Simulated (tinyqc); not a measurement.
# Weibull slope from two areas

Problem. Oxide breakdown times follow a Weibull law, F = 1 - exp(-(t/t63)^beta). For defects spread at random t63 goes as A^(-1/beta). Find beta and the time at which the share Fp of the area-A2 devices has failed, t63(A2) (-ln(1 - Fp))^(1/beta).

Parameters, values chosen for the exercise:
- A1 = 610 um^2 (area of a test capacitor)
- A2 = 6.7e6 um^2 (gate area of the product)
- Fp = 0.001 (allowed share of failed products)

t63 at the areas A1 and A2 (s): [83, 6.2610754]

Answer. beta = ln(A2/A1)/ln(t63(A1)/t63(A2)).

beta = 3.60
time to Fp = 0.919 s

Program tinyqc, `OMP_NUM_THREADS=1 python tinyqc.py 2070014 2070015 out.jsonl`; Intel Xeon 2.30GHz, shared host, one thread, about 0.01 s.
